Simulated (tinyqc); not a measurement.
What moves the results: stepped quantum well by finite differences. A value that a table varies takes the place of the one given here.

Finite differences on points z_i at the centres of cells of width h: H_ii = (c/h^2)(1/m_(i-1/2) + 1/m_(i+1/2)) + V_i, H_(i,i+1) = -(c/h^2)/m_(i+1/2), where m_(i+1/2) is the mean of the masses at the two points (the end values are repeated outwards), psi = 0 on the points beyond both ends, c = hbar^2/2m0. The field adds e F (z - z0) with z0 the middle of the structure; 1 kV/cm = 1e-5 eV/angstrom.

Constants: hbar^2/2m0 = 3.80998211 eV angstrom^2.

Inputs chosen for the exercise (near those of a non-polar GaN well in AlGaN; not measured data): layers = ((28, 0.585, 0.247), (14, 0, 0.2), (21, 0.199, 0.216), (28, 0.585, 0.247)) (each layer: thickness in angstrom, band edge in eV, mass in m0); hf = 0.4375 angstrom (cell width of the fine grid); Fs = (0, 66.7, 133, 200, 267, 333, 400) kV/cm (fields); F = 0 kV/cm (field along z).

## Stark shift

Fine grid. Perturbation theory: dE1 = e F z_11 - beta (e F)^2 with beta = sum_j z_1j^2/(E_j - E_1) over the 13 next levels at zero field, z from z0.

Levels against field:
```
F (kV/cm),E1 (eV),E2 (eV),dE1 (meV),second order (meV),<z - z0> (angstrom),E2 - E1 (meV)
0,0.1778,0.4114,0.00,0.00,-5.7,233.6
66.7,0.1740,0.4144,-3.89,-3.90,-6.0,240.5
133,0.1698,0.4171,-8.00,-8.02,-6.4,247.3
200,0.1655,0.4197,-12.37,-12.43,-6.7,254.2
267,0.1609,0.4220,-16.96,-17.11,-7.0,261.1
333,0.1562,0.4239,-21.68,-21.96,-7.3,267.7
400,0.1512,0.4255,-26.66,-27.14,-7.6,274.3
```

z_11 = -5.65 angstrom
beta = 283.3 angstrom^2/eV

The state sits -5.7 angstrom off the middle at zero field, so the shift starts linearly in F. At 400 kV/cm E1 has moved by -26.66 meV, where second order gives -27.14 meV; they differ by 1.8 % there. The electron moves by -1.9 angstrom, against the rise of the potential. From 400 kV/cm on E2 lies above the lowest point of the outer barrier, so it is a resonance or a state of the finite grid, held or pushed up by its ends. E2 - E1 grows with the field; the ends are 233.6 and 274.3 meV.

## Order of mass and momentum

Fine grid. Hermitian kinetic operators m^a p m^b p m^a with 2a + b = -1: H_ii = (c/h^2) m_i^(2a) (m_(i-1/2)^b + m_(i+1/2)^b) + V_i, H_(i,i+1) = -(c/h^2) m_i^a m_(i+1)^a m_(i+1/2)^b; BenDaniel-Duke is a = 0. The halved form has H_ii = 2c/(h^2 m_i) + V_i and H_(i,i+1) = -(c/2h^2)(1/m_i + 1/m_(i+1)). The shifts are measured against BenDaniel-Duke; the last column repeats E1 with cells of hf/4.

Levels (eV):
```
operator,E1,E2,E1 - E1(BDD) (meV),E1 at hf/4
BenDaniel-Duke,0.1778,0.4114,0.0,0.1779
"(1/m) p^2 + p^2 (1/m), halved",0.1800,0.4114,2.2,0.1388
m^(-1/2) p^2 m^(-1/2),0.1905,0.4241,12.6,0.1905
m^(-1/4) p m^(-1/2) p m^(-1/4),0.1842,0.4177,6.4,0.1843
"one mass, the smallest",0.1849,0.4262,7.1,0.1850
```

The three forms m^a p m^b p m^a span 12.6 meV in E1, 5 % of E2 - E1; they differ only at the mass steps (largest to smallest mass 1.23), where m^a psi is the continuous quantity. Dropping the mass step altogether moves E1 by +7.1 meV. Refining the grid moves the halved form by -41.2 meV, against at most 0.06 meV for the other three: at an abrupt step it has no limit as the grid is refined.

## Thickness of the outer barriers

Fine grid, zero field, both outer layers set to each thickness in turn.

Levels (eV):
```
outer layers (angstrom),E1,E2,E3
7.000,0.18772,0.45114,0.86761
14.000,0.17883,0.41875,0.74591
28.000,0.17785,0.41145,0.66436
56.000,0.17784,0.41108,0.61601
112.000,0.17784,0.41108,0.59474
```

Which of the three levels are properties of the well, and how thick must the outer layers be?

E1 is bound, and within 0.1 meV of the last row from 28 angstrom on. E2 is bound, and within 0.1 meV of the last row from 56 angstrom on. E3 lies above the barrier edge 0.585 eV and keeps falling (-21.3 meV in the last step): it is a state of the box.

(tinyqc, `OMP_NUM_THREADS=1 python tinyqc.py 1251746 1251747 out.jsonl`, Intel(R) Xeon(R) Processor @ 2.30GHz, 1 thread, shared host, about 0.04 s.)
